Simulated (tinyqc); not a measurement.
Worked calculation: Hubbard chain of 5 sites. Computed by tinyqc, a small Python program that keeps every step. Settings: hopping = 0.53, U = 9.9, mixing = 0.2, iteration cap = 72. Command: `OMP_NUM_THREADS=1 python tinyqc.py 24353 24354 out.jsonl` (the two numbers bound the seeds that draw the settings). One thread of a shared host (Intel(R) Xeon(R) Processor @ 2.60GHz), about 0.2 s of CPU time with the checks. Later iterations appear only in the table of the cycle.

## Mean-field iteration 1

one-body matrix (hopping and site energies) (eV), lower triangle:
```
           1          2          3          4         5
1   0.000000
2  -0.530000   0.000000
3   0.000000  -0.530000   0.000000
4   0.000000   0.000000  -0.530000   0.000000
5   0.000000   0.000000   0.000000  -0.530000  0.000000
```

U = 9.900000 eV

electrons, up and down: 3  2

mixing = 0.200000

n(up) at the start (a guess, not normalised): 1 0.650000, 2 0.550000, 3 0.650000, 4 0.550000, 5 0.650000

n(down) at the start (a guess): 1 0.350000, 2 0.450000, 3 0.350000, 4 0.450000, 5 0.350000

H(up) = T + U n(down), H(down) = T + U n(up); fill the lowest levels; n(new) = n + mixing (n(out) - n); E = tr T (rho up + rho down) + U sum n_up n_down of the output.

levels, up (eV): 2.917059  3.234793  3.465000  4.685207  5.002941

levels, down (eV): 4.897059  5.214793  6.435000  6.665207  6.982941

energy = 4.470288 eV

n(up) after iteration 1: 1 0.695372, 2 0.482141, 3 0.684975, 4 0.482141, 5 0.695372

n(down) after iteration 1: 1 0.304628, 2 0.517859, 3 0.315025, 4 0.517859, 5 0.304628

## Mean-field iteration 2

As before.

levels, up (eV): 2.726145  2.890225  3.056343  5.252399  5.478888

levels, down (eV): 4.421112  4.647601  6.843657  7.009775  7.173855

energy = 1.606580 eV

n(up) after iteration 2: 1 0.746944, 2 0.403858, 3 0.730396, 4 0.403858, 5 0.746944

n(down) after iteration 2: 1 0.253056, 2 0.596142, 3 0.269604, 4 0.596142, 5 0.253056

## Mean-field iteration 3

As before.

levels, up (eV): 2.348993  2.424470  2.586258  5.982589  6.140890

levels, down (eV): 3.759110  3.917411  7.313742  7.475530  7.551007

energy = 0.431770 eV

n(up) after iteration 3: 1 0.793295, 2 0.331711, 3 0.775587, 4 0.331711, 5 0.793295

n(down) after iteration 3: 1 0.206705, 2 0.668289, 3 0.224413, 4 0.668289, 5 0.206705

## Convergence

Each step fills the lowest levels of T + U n(other spin) and sets n(new) = n + mixing (n(out) - n); stop when output and input agree to 1e-8.

Course of the cycle:

| iteration | E (eV) | largest \|n(out) - n(in)\| | mean \|n_up - n_down\| |
|---|---|---|---|
| 1 | 4.47028815 | 3.39e-01 | 0.662873 |
| 2 | 1.60658011 | 3.91e-01 | 0.854840 |
| 3 | 0.43176995 | 3.61e-01 | 0.930999 |
| 4 | 0.04222889 | 3.06e-01 | 0.959427 |
| 5 | -0.10192673 | 2.53e-01 | 0.971980 |
| 6 | -0.16327220 | 2.06e-01 | 0.978490 |
| 7 | -0.19233393 | 1.67e-01 | 0.982281 |
| 8 | -0.20720583 | 1.35e-01 | 0.984675 |
| 9 | -0.21525233 | 1.09e-01 | 0.986279 |
| 10 | -0.21978768 | 8.82e-02 | 0.987399 |
| 11 | -0.22242329 | 7.11e-02 | 0.988207 |
| ... | ... | ... | ... |
| 62 | -0.22650106 | 1.04e-06 | 0.990842 |
| 63 | -0.22650106 | 8.36e-07 | 0.990842 |
| 64 | -0.22650106 | 6.72e-07 | 0.990842 |
| 65 | -0.22650106 | 5.40e-07 | 0.990842 |
| 66 | -0.22650106 | 4.34e-07 | 0.990842 |
| 67 | -0.22650106 | 3.49e-07 | 0.990842 |
| 68 | -0.22650106 | 2.81e-07 | 0.990842 |
| 69 | -0.22650106 | 2.25e-07 | 0.990842 |
| 70 | -0.22650106 | 1.81e-07 | 0.990842 |
| 71 | -0.22650106 | 1.46e-07 | 0.990842 |
| 72 | -0.22650106 | 1.17e-07 | 0.990842 |

Not converged within 72 iterations: the residual falls steadily but slowly, by a factor of about 0.80 a step. The lowest mean-field energy found from random starts is -0.17040 eV. Reruns (cap 100 unless said): mixing 0.5: converged in 28 (E = -0.22650); mixing 0.9: converged in 11 (E = -0.22650); the original settings with a cap of 400: converged in 84 (E = -0.22650).

## Exact diagonalisation (100 states)

Lowest levels of the sector, and the double occupancy of the lowest state.

lowest levels (eV): -0.328621  -0.247933  -0.203070  -0.186840  -0.147169  -0.089678

double occupancy per site = 0.006493

## The lowest level by Lanczos steps

From a random start vector (not printed): a_j = <q_j|H|q_j>, b_j = norm of the remainder after orthogonalising; the Ritz value is the lowest eigenvalue of the tridiagonal matrix of a and b so far.

Lanczos:

| j | a_j (eV) | b_j (eV) | lowest Ritz value (eV) |
|---|---|---|---|
| 1 | 11.064956 | 6.592374 | 11.06495579 |
| 2 | 10.241847 | 7.155596 | 4.04819321 |
| 3 | 7.826800 | 2.135162 | -0.10465016 |
| 4 | 15.013701 | 5.200514 | -0.21915294 |
| 5 | 13.853254 | 3.011771 | -0.23580217 |
| 6 | 2.741172 | 5.070155 | -0.24124838 |
| 7 | 13.635322 | 5.339520 | -0.26468171 |
| 8 | 14.512923 | 1.378738 | -0.30497047 |
| 9 | 10.106441 | 7.446529 | -0.30610116 |
| 10 | 9.452537 | 6.480700 | -0.30753521 |
